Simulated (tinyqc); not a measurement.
## All-pass ring resonator: effect of the propagation loss

A ring of length L = 2 pi Rr coupled to one bus waveguide: round-trip amplitude a = 10^(-al L/20), self-coupling t = sqrt(1 - k2). At detuning d from the resonance the round-trip phase is p = 2 pi d/FSR and the transmission T = (a^2 - 2 a t cos p + t^2)/(1 - 2 a t cos p + a^2 t^2). Lossless coupler, linear absorption only.

FSR = lam^2/(ng L), finesse F = pi sqrt(a t)/(1 - a t), FWHM = FSR/F, Q = lam/FWHM, Tmin = (a - t)^2/(1 - a t)^2, power build-up k2 a^2/(1 - a t)^2, optical bandwidth c/(lam Q).

Parameters, values chosen for the exercise; values close to those of silicon waveguides:
- lam = 1310 nm (cold resonance wavelength)
- Rr = 10 um (ring radius)
- ng = 4.34 (group index)
- k2 = 0.23 (power coupling)

Constants: c = 299792458 m/s. Results are converted to the units shown.

The same in every row: t = 0.8775.

Result of one run:
```
al (dB/cm)       a     Q     Tmin  build-up  bandwidth (GHz)
120         0.9169  3001  0.04055     5.061            76.26
```

What becomes of these results when the propagation loss al is changed from 120 to 400 dB/cm, all else the same?

Result of the changed run:
```
al (dB/cm)       a     Q    Tmin  build-up  bandwidth (GHz)
400         0.7487  1546  0.1409     1.096            148.1
```

The whole series:
```
al (dB/cm)       a     Q      Tmin  build-up  bandwidth (GHz)
6.2         0.9955  4834    0.8715     14.26            47.34
11          0.9921  4713    0.7833     13.51            48.56
21          0.9849  4479    0.6264     12.11            51.09
37          0.9736  4149    0.4351     10.27            55.16
67          0.9527  3645    0.2102     7.760            62.78
120         0.9169  3001   0.04055     5.061            76.26
220         0.8529  2248  0.009577     2.643            101.8
400         0.7487  1546    0.1409     1.096            148.1
```

As al goes from 6.2 to 400 dB/cm, Q falls from 4830 to 1550, Tmin goes from 0.872 through a minimum of 0.00958 (at al = 220 dB/cm among the rows listed) to 0.141 and the build-up falls from 14.3 to 1.10. The ring is overcoupled (t < a) in 6 of the 8 rows; the dip is deepest where t and a cross.

tinyqc, about 0.02 s, one thread, Intel Xeon 2.30GHz (shared host): `OMP_NUM_THREADS=1 python tinyqc.py 2650133 2650134 out.jsonl`
